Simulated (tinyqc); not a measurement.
From one set of inputs to another, one input at a time: BCS gap equation with a constant attraction inside the Debye window. Computed by tinyqc, a small Python program. Command: `OMP_NUM_THREADS=1 python tinyqc.py 3010746 3010747 out.jsonl bcs ladder`. One thread of a shared host (Intel(R) Xeon(R) Processor @ 2.30GHz), about 0.01 s of CPU time with the checks.

Pairs attract with strength V for |xi| < k_B Theta; N(0) is the density of states for one spin. Energies are given as temperatures (E/k_B, in K) unless marked.

The inputs printed are set A. Set A is modelled on tantalum; the values taken over come from a set modelled on vanadium. Inputs not listed in the table keep their values of set A, so the rows need not describe a real material.

Inputs (values chosen for the exercise, modelled on tantalum):
```
quantity,value,unit
coupling N(0)V,0.239,-
Debye temperature Theta,258,K
temperature T,3.55,K
Fermi velocity v_F,340000,m/s
electron density n,5.73,1e28/m^3
mean free path l,20,nm
junction resistance R_n,0.56,kilo-ohm
```

Solver: secant.

Constants: k_B = 8.617333262e-05 eV/K; hbar = 1.054571817e-34 J s; k_B = 1.380649e-23 J/K; m_0 = 9.1093837015e-31 kg; eps_0 = 8.8541878128e-12 F/m; c = 299792458 m/s; e = 1.602176634e-19 C; h = 6.62607015e-34 J s.

Method:
- At T = 0 the gap equation 1/(N(0)V) = int_0^Theta d xi/sqrt(xi^2 + Delta^2) has the integral arcsinh(Theta/Delta), so Delta_0 = Theta/sinh(1/(N(0)V)); weak coupling gives 2 Theta exp(-1/(N(0)V)).
- Gap equation: 1/(N(0)V) = I(Delta, T) = int_0^Theta tanh(E/2T)/E d xi, E = sqrt(xi^2 + Delta^2); 64 Gauss-Legendre points in y with xi = max(Delta, T) sinh(y).
- Residual r = N(0)V I - 1, with Delta_0 = Theta/sinh(1/(N(0)V)). Secant steps in Delta^2, from Delta_0 and 0.9 Delta_0, with Delta^2 kept at or above 1e-6 K^2. Stop when |r| < 1e-9 or after 40 steps.
- xi_0 = hbar v_F/(pi Delta_0); lambda_L = sqrt(m_0 eps_0 c^2/(n e^2)); N(0) = 3 n/(2 m_0 v_F^2) for one spin; condensation energy N(0) Delta_0^2/2 = B_c^2/(2 mu_0), mu_0 = 1/(eps_0 c^2); with scattering lambda = lambda_L sqrt(1 + xi_0/l) in the local limit (where xi_0 and l both exceed lambda, nonlocal response makes the true depth larger); Ginzburg-Landau kappa = 0.96 lambda_L/xi_0 + 0.72 lambda_L/l. Free-electron mass throughout; heavier carriers, as in niobium or vanadium, give a larger lambda_L and kappa and can make the metal type II.
- Ambegaokar-Baratoff: I_c R_n = (pi Delta/(2e)) tanh(Delta/2T); Josephson energy E_J = hbar I_c/(2e), given as E_J/h; inductance hbar/(2 e I_c); thermal quasiparticle fraction x = n_qp/(2 N(0) Delta) = sqrt(2 pi T/Delta) exp(-Delta/T), valid for T well below Delta.

Each row keeps all changes above it:
```
input moved,from,to,coherence length xi_0 (nm),critical field B_c(0) (mT),critical current I_c (nA)
set A,-,-,105.1,110.0,898.6
temperature T (K),3.55,4.03,105.1,110.0,456.2
junction resistance R_n (kilo-ohm),0.56,9.1,105.1,110.0,28.1
Debye temperature Theta (K),258,379,71.6,161.5,132.2
mean free path l (nm),20,31,71.6,161.5,132.2
electron density n (1e28/m^3),5.73,7.34,71.6,182.8,132.2
coupling N(0)V,0.239,0.228,87.6,149.4,77.9
Fermi velocity v_F (m/s),340000,290000,74.7,175.1,77.9
```

Coherence length xi_0 goes from 105 to 74.7, a factor 0.711 in all. The largest single move comes from Debye temperature Theta (a factor 0.681), and coupling N(0)V works against it (a factor 1.22). Critical field B_c(0) goes from 110 to 175, a factor 1.59 in all. The largest single move comes from Debye temperature Theta (a factor 1.47), and coupling N(0)V works against it (a factor 0.817). Critical current I_c goes from 899 to 77.9, a factor 0.0867 in all. The largest single move comes from junction resistance R_n (a factor 0.0615), and Debye temperature Theta works against it (a factor 4.71). The single moves hold for this order of the switches; the total does not depend on the order.

Caution (rows set A, temperature T, junction resistance R_n, coupling N(0)V, Fermi velocity v_F): T is not small against Delta, so the quasiparticle formula is only a rough guide.

Extremes, crossings and ranges named in words are read from the listed rows.
